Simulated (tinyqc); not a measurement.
Keating valence-force model of a tetrahedral crystal: one step, computed by the program tinyqc.

Atom A sits at 0 and atom B at a/4 (1,1,1) of an fcc lattice; the four bonds from A are t = a/4 (1,1,1), a/4 (1,-1,-1), a/4 (-1,1,-1), a/4 (-1,-1,1), of length d = sqrt(3) a/4. Energy: E = (3 alpha/(8 d^2)) sum over bonds (r.r - d^2)^2 + (3 beta/(8 d^2)) sum over pairs of bonds at one atom (r_i.r_j + d^2/3)^2, with beta_A for the six pairs at A and beta_B for the six at B. The cell holds two atoms, Omega = a^3/4. 1 N/m = 1 J/m^2.

Task: Dynamical matrix at q. With displacements u exp(i q.r), each bracket changes by g.u, where g = (g_A, g_B): bond t, g = (-2 t, 2 t exp(i q.t)); pair (i, j) at A, g = (-(t_i + t_j), t_i exp(i q.t_j) + t_j exp(i q.t_i)); pair at B, g = (-t_i exp(-i q.t_j) - t_j exp(-i q.t_i), t_i + t_j). Then D_mn = sum over the 4 bonds and 12 pairs of (4 k/a^2) conj(g_m) g_n / sqrt(M_m M_n), with k = alpha or beta converted to eV/angstrom^2. Only the short-range forces enter; the Coulomb field of the charges is left out.

Inputs (values chosen for the exercise, for a model crystal):
```
quantity               value  unit
mass M_A                 126     u
mass M_B                 101     u
bond stretching alpha   26.4   N/m
bond bending beta_A      9.9   N/m
bond bending beta_B     8.73   N/m
```

Structure: zinc blende.

wave vector q (2 pi/a): 0.19  0.086  0.14

Constants: 1 eV/angstrom^2 = 16.02176634 J/m^2.

Give: D(q).

Result:

D(q) (eV/(angstrom^2 u)):
```
                   A x                A y                A z                B x
A x            0.07218   0.00065+0.00025i   0.00103+0.00009i  -0.07306+0.00068i
A y   0.00065-0.00025i            0.07111   0.00049-0.00014i   0.00146-0.00781i
A z   0.00103-0.00009i   0.00049+0.00014i            0.07153   0.00240-0.00475i
B x  -0.07306-0.00068i   0.00146+0.00781i   0.00240+0.00475i            0.09028
B y   0.00146+0.00781i  -0.07306-0.00068i   0.00106+0.01075i   0.00092+0.00036i
B z   0.00240+0.00475i   0.00106+0.01075i  -0.07306-0.00068i   0.00146+0.00013i

                   B y                B z
A x   0.00146-0.00781i   0.00240-0.00475i
A y  -0.07306+0.00068i   0.00106-0.01075i
A z   0.00106-0.01075i  -0.07306+0.00068i
B x   0.00092-0.00036i   0.00146-0.00013i
B y            0.08877   0.00070+0.00020i
B z   0.00070-0.00020i            0.08936
```
